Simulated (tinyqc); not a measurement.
Worked calculation: defect, radiative and Auger recombination at equal electron and hole densities (ABC model). Values are carried at full precision from step to step, so a last printed digit may differ when a step is redone from the rounded ones.

J/(e d) = Ae n + B n^2 + C n^3 with Ae = A + 4 S/w (four side walls, carriers spread evenly), e = 1.602176634e-19 C, lengths in cm; internal efficiency IQE = B n^2/(Ae n + B n^2 + C n^3); all injected carriers recombine in the layer.

Values chosen for the exercise (orders of magnitude like those quoted for GaN; not measured data):
```
symbol  value     unit        meaning
A       13000000  1/s         defect rate
B       2.8e-12   cm^3/s      radiative coefficient
C       3.9e-31   cm^6/s      Auger coefficient
S       280       cm/s        recombination velocity of the side walls
w       18        micrometre  side of the square mesa
d       2.5       nm          active thickness
J       4.5       A/cm^2      current density
ex      0.82                  extraction efficiency
Eph     2.67      eV          photon energy
```

## The efficiency peak

IQE peaks at n_p = sqrt(Ae/C); with Q = B/sqrt(Ae C), IQE_max = Q/(Q + 2).

Ae = 1.3622e+07 1/s
n_p = 5.910e+18 1/cm^3
Q = 1.215
IQE_max = 0.378
J at the peak = 10.4 A/cm^2

The side walls supply 5 % of Ae.

## Carrier density at the given current

G = J/(e d). Newton steps from the smallest of G/Ae, sqrt(G/B) and (G/C)^(1/3); stop when the relative step is below 1e-9.

G = 1.123e+26 1/(cm^3 s)

Newton steps:
```
step  n (1/cm^3)   rate/G  relative step
1     6.3343e+18  2.65033          -0.30
2     4.4038e+18  1.31377          -0.13
3     3.8256e+18  1.02299         -0.013
4     3.7761e+18  1.00016       -9.2e-05
5     3.7758e+18  1.00000       -4.4e-09
6     3.7758e+18  1.00000              0
```

n = 3.776e+18 1/cm^3

The start is an upper bound and the function is convex, so the steps fall monotonically; 6 are needed.

## Shares, lifetimes and light

Shares of the three paths; lifetime n/G = 1/(Ae + B n + C n^2); differential lifetime 1/(Ae + 2 B n + 3 C n^2) and bandwidth 1/(2 pi tau_d); optical power density ex IQE J Eph/e.

shares: defect 0.4578, radiative 0.3553, Auger 0.1869

lifetime = 33.6 ns
differential lifetime = 19.4 ns
bandwidth = 8.19 MHz
optical power density = 3.50 W/cm^2

The defect path is the largest; the device runs below its efficiency peak, where the defect and Auger shares are equal.

## Checks

- Density from Newton steps against bisection (1/cm^3): both 3.7758e+18.

Program tinyqc; command `OMP_NUM_THREADS=1 python tinyqc.py 1681519 1681520 out.jsonl`; about 0.01 s on one thread of a shared Intel(R) Xeon(R) Processor @ 2.30GHz.
